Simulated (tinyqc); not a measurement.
# From junction depth x_j back to time t

Model: concentration-dependent dopant diffusion with charged defects and the built-in field. Computed by tinyqc, a small Python program. Command: `OMP_NUM_THREADS=1 python tinyqc.py 3019589 3019590 out.jsonl extrinsic inv`. One thread of a shared host (Intel(R) Xeon(R) Processor @ 2.30GHz), about 2 s of CPU time with the checks.

A constant source C_s feeds a half space. The dopant moves through neutral point defects and through charged ones, whose number grows with the majority carrier density n.

Inputs (values chosen for the exercise, modelled on arsenic in silicon):
```
quantity                        value    unit
neutral prefactor D0x          0.0106  cm^2/s
neutral activation energy E0     3.45      eV
singly charged prefactor D01     30.8  cm^2/s
activation energy E1             4.15      eV
surface concentration C_s     3.6e+19  1/cm^3
junction level C_B            4.2e+16  1/cm^3
temperature T                    1000       C
```

Field enhancement: on.

Constants: k_B = 8.617333262e-05 eV/K.

Method:
- n_i = 3.87e16 T^1.5 exp(-7014/T) per cm^3 (T in kelvin, an empirical form); each D = prefactor x exp(-E/(k_B T)); the intrinsic diffusivity D_i is their sum.
- Temperatures in kelvin are T(C) + 273.15.
- n = C/2 + sqrt(C^2/4 + n_i^2); D(C) = h [Dx + D1 (n/n_i)], h = 1 + C/sqrt(C^2 + 4 n_i^2).
- With y = x/sqrt(D_s t), u = C/C_s and q = -(D/D_s) du/dy: du/dy = -q D_s/D, dq/dy = -(y/2) q D_s/D, u(0) = 1. The surface flux q(0) is shot so that u tends to 0 (LSODA, an adaptive multistep solver, relative tolerance 1e-10). Dose Q = 2 q(0) C_s sqrt(D_s t).
- The junction lies where C = C_B.

Problem. A run gave the result below. Find the time t, known to lie between 2000 and 4600 s.

junction depth x_j = 115.3047 nm

Solution.

Each step takes the trial c = (a f_b - b f_a)/(f_b - f_a), f being the result less the target and a, b, c the logarithms of the listed values; c replaces end b, the old b replaces a if the sign of f changed, and otherwise f_a is halved.

Scan of the range:
```
time t (s)  junction depth x_j (nm)
2000                        104.822
2300                        112.410
2640                        120.432
3030                        129.021
3480                        138.270
4000                        148.241
4600                        158.971
```

False position (Illinois rule, in the logarithm of the input) inside the bracket:
```
step    end a    end b    trial  junction depth x_j (nm)
1     2300.00  2640.00  2417.33                  115.241
2     2640.00  2417.33  2419.94                  115.303
3     2640.00  2419.94  2420.06                  115.306
4     2419.94  2420.06  2420.00                  115.305
```

Junction depth x_j rises at every point of a 13-point scan of the range (every second point is shown), so one value fits; it is bracketed by 2300 and 2640. The scan shows a pure power law with exponent 0.5000, so scaling from any one row also gives the answer directly. Answer: time t = 2420 s.

Caution: at such concentrations dopants can cluster or exceed their solubility; the active fraction and the diffusivity then fall below the model.
